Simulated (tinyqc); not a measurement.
# Frequency dispersion of an accumulation capacitance by border traps, distributed model, step by step

Program tinyqc, `OMP_NUM_THREADS=1 python tinyqc.py 2202204 2202205 out.jsonl`; Intel Xeon 2.30GHz, shared host, one thread, about 0.7 s. Printed values are rounded.

Traps spread evenly through the insulator exchange electrons with the semiconductor by tunnelling, with tau(x) = t0 exp(2 ka x) at depth x from the interface. The admittance per area Y seen at depth x obeys dY/dx = -Y^2/(i w eps0 eox) + q Nb ln(1 + i w tau)/tau, with Y(0) = i w Cs and w = 2 pi f; the gate sees Y(tox) = G + i w C. Working variable y = Y/(i w), in uF/cm^2. Cox = eps0 eox/tox.

Values chosen for this exercise; permittivity close to that of zirconium oxide:
- eox = 23 (relative permittivity of the insulator)
- tox = 11 nm (insulator thickness)
- Cs = 4 uF/cm^2 (semiconductor capacitance in accumulation)
- Nb = 8.9e19 cm^-3 eV^-1 (density of border traps)
- ka = 6.3 1/nm (decay constant of the wave function in the insulator)
- t0 = 2e-10 s (time constant of a trap at the interface)
- f = 1e6 Hz (frequency)
- xe = 0.93 nm (depth down to which the steps are taken)

Constants: q = 1.602176634e-19 C, eps0 = 8.8541878128e-14 F/cm where lengths are in cm. Results are converted to the units shown.

## Scales and lumped estimate

Cox; trap-free value 1/(1/Cox + 1/Cs); response depth d = ln(1/(w t0))/(2 ka), where w tau = 1; lumped estimate: all traps within d act as C_bt = q Nb d placed at d/2, so C = 1/{1/[1/(1/Cs + d/(2 eps0 eox)) + C_bt] + (tox - d/2)/(eps0 eox)}.

Cox = 1.85133 uF/cm^2
trap-free C = 1.26558 uF/cm^2
d = 0.530104 nm
C_bt = 0.755896 uF/cm^2
lumped C = 1.33952 uF/cm^2

The traps within reach amount to 0.189 Cs and lie in the first 4.82 % of the insulator.

## Midpoint steps through the active depth

In terms of y: dy/dx = -y^2/(eps0 eox) + s(x), s = q Nb ln(1 + z)/z, z = i w tau. 10 midpoint steps of h = xe/10: y_half = y + (h/2) y'(x, y), y(new) = y + h y'(x + h/2, y_half).

```
point  x (nm)  s (uF/(cm^2 nm))       y (uF/cm^2)
0           0  1.42594-0.00090i  4.00000+0.00000i
1       0.093  1.42593-0.00289i  4.05845-0.00015i
2       0.186  1.42586-0.00933i  4.11478-0.00062i
3       0.279  1.42509-0.03010i  4.16900-0.00214i
4       0.372  1.41719-0.09636i  4.22097-0.00703i
5       0.465  1.34322-0.28692i  4.26868-0.02237i
6       0.558  0.96084-0.55444i  4.29685-0.06172i
7       0.651  0.42156-0.48072i  4.27467-0.11072i
8       0.744  0.14478-0.25976i  4.21549-0.13969i
9       0.837  0.04624-0.11538i  4.14338-0.15036i
10       0.93  0.01446-0.04657i  4.06889-0.15150i
```

## Capacitance and conductance at the gate

y at xe = 4.06889-0.15150i uF/cm^2

Beyond xe the traps are ignored, so 1/y(tox) = 1/y(xe) + (tox - xe)/(eps0 eox); C = Re y, G/w = -Im y, loss tangent G/(w C).

y at the gate = 1.35131-0.01669i uF/cm^2
C = 1.35131 uF/cm^2
G/w = 0.0166892 uF/cm^2
loss tangent = 0.0123504

A fine integration over the whole insulator gives C = 1.3516 and G/w = 0.01717 uF/cm^2; the coarse G/w is 2.8 % below that. The fine C is 6.8 % above the trap-free value, and the lumped estimate is 0.89 % below the fine result.
